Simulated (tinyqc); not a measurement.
Inside a calculation. Model: two-mode optical phonons of a ternary alloy from two coupled oscillators. Computed by tinyqc, a small Python program that keeps every step. Command: `OMP_NUM_THREADS=1 python tinyqc.py 3023206 3023207 out.jsonl twomode walk`. One thread of a shared host (Intel(R) Xeon(R) Processor @ 2.30GHz), about 0.01 s of CPU time with the checks. Intermediate numbers are printed to about 6 digits and carried at full precision; extremes and crossings named in words are read from the listed rows.

An alloy A(x)B(1-x)C has an A-C and a B-C bond oscillator. Each TO frequency moves linearly from the impurity mode (dilute end) to the TO of the pure crystal; each strength is proportional to the number of bonds.

Inputs (values chosen for the exercise, for a model alloy):
```
quantity                  value  unit
omega_TO of pure AC         533  1/cm
omega_LO of pure AC         573  1/cm
omega_TO of pure BC         287  1/cm
omega_LO of pure BC         357  1/cm
eps_inf of AC              11.6     -
eps_inf of BC              5.35     -
impurity mode of A in BC    535  1/cm
impurity mode of B in AC    280  1/cm
fraction x of A             0.8     -
damping gamma               3.4  1/cm
electron mass m*           0.13   m_0
```

Constants: e^2/(4 pi eps_0) = 14.39964548 eV angstrom; hbar^2/(2 m_0) = 3.80998212 eV angstrom^2; 1 THz = 33.35640952 1/cm; h x 1 THz = 4.135667696 meV.

## The two oscillators

omega_1 = (impurity mode of A) + x (omega_TO,AC - impurity mode of A); omega_2 = (impurity mode of B) + (1 - x)(omega_TO,BC - impurity mode of B); eps_inf = x eps_AC + (1 - x) eps_BC; strengths W_1 = x eps_AC (omega_LO,AC^2 - omega_TO,AC^2), W_2 = (1 - x) eps_BC (omega_LO,BC^2 - omega_TO,BC^2).

omega_1 (A-C, TO) = 533.4 1/cm

omega_2 (B-C, TO) = 281.4 1/cm

eps_inf = 10.35

W_1 = 410547.2 1/cm^2

W_2 = 48235.6 1/cm^2

## LO modes, coupled by the field

eps(omega) = eps_inf + W_1/(omega_1^2 - omega^2) + W_2/(omega_2^2 - omega^2) = 0 is the eigenproblem of the matrix [[omega_1^2 + W_1/eps_inf, sqrt(W_1 W_2)/eps_inf], [sqrt(W_1 W_2)/eps_inf, omega_2^2 + W_2/eps_inf]] for omega_LO^2. Uncoupled values keep the diagonal alone. eps_s = eps_inf + W_1/omega_1^2 + W_2/omega_2^2.

matrix (1/cm^2):
```
        1      2
1  324182  13596
2   13596  83846
```

lower LO mode = 288.235 1/cm

upper LO mode = 570.043 1/cm

uncoupled values (1/cm): 289.562  569.370

eps_s = 12.4021

The field pushes the upper mode up by 0.67 and the lower one down by 1.33 per cm; the lower LO stays between the two TO modes.

## Share of the polar coupling

The polar coupling of mode j is c_j = (u_j . sqrt(W))^2/(eps_inf^2 omega_j^2), u_j its eigenvector and omega_j here its LO frequency; the c_j add up to 1/eps_inf - 1/eps_s. Froehlich constant alpha_j = (e^2/(4 pi eps_0)) c_j k_j/(2 E_j), E_j = h c omega_j, k_j = sqrt(m* E_j/(hbar^2/(2 m_0))).

c_j, lower and upper mode: 0.00377124  0.0122157

share of the upper mode = 0.764105

alpha_j, lower and upper mode: 0.0265314  0.0611101

The upper mode holds 76 % of the coupling, against 70 % of the ionic part of eps_s for the upper oscillator: the field moves strength to the higher mode.

## Reflectivity

With damping, each denominator is omega_j^2 - omega^2 - i gamma omega; R = |(sqrt(eps) - 1)/(sqrt(eps) + 1)|^2.

Spectrum:
```
omega (1/cm)     Re eps     Im eps          R
265             17.5948   0.543870   0.378350
281             23.6106    47.8445   0.628317
285            -6.92839    9.18042   0.610420
288            0.367392    3.14166   0.220786
294             5.89355   0.910651   0.176941
501             22.2875   0.623784   0.423145
533             60.6403    214.656   0.807807
552            -10.0254    1.87608   0.899916
570           0.0110872   0.488280   0.196516
581             2.43450   0.289247  0.0494953
627             6.41793  0.0752042   0.188348
```

## Modes across the composition range

The formulas are those given above.

Frequencies (1/cm):
```
x     TO, A-C  TO, B-C  lower LO  upper LO  coupling share of the upper LO    eps_s
0.02   534.96   286.86   353.500   537.171                        0.029863   8.3831
0.10   534.80   286.30   341.385   544.382                        0.129522   8.8025
0.20   534.60   285.60   329.309   551.094                        0.229577   9.3246
0.35   534.30   284.55   315.287   558.272                        0.359692  10.1028
0.50   534.00   283.50   304.413   563.353                        0.485017  10.8752
0.65   533.70   282.45   295.604   567.133                        0.616970  11.6417
0.80   533.40   281.40   288.235   570.043                        0.764105  12.4021
0.90   533.20   280.70   283.926   571.631                        0.875030  12.9057
0.98   533.04   280.14   280.758   572.742                        0.973696  13.3065
```

The upper LO moves from 537.2 to 572.7 and the lower from 353.5 to 280.8 per cm. At each dilute end one LO-TO pair closes onto an impurity mode. The upper LO shifts by +0.30 per cm for each per cent of x near the middle, which is how Raman spectra measure composition. Its share of the polar coupling passes one half between x = 0.5 and 0.65.

Checks made by the program: generalised Lyddane-Sachs-Teller relation (relative difference below 1e-10); sum of the couplings (relative difference below 1e-10).
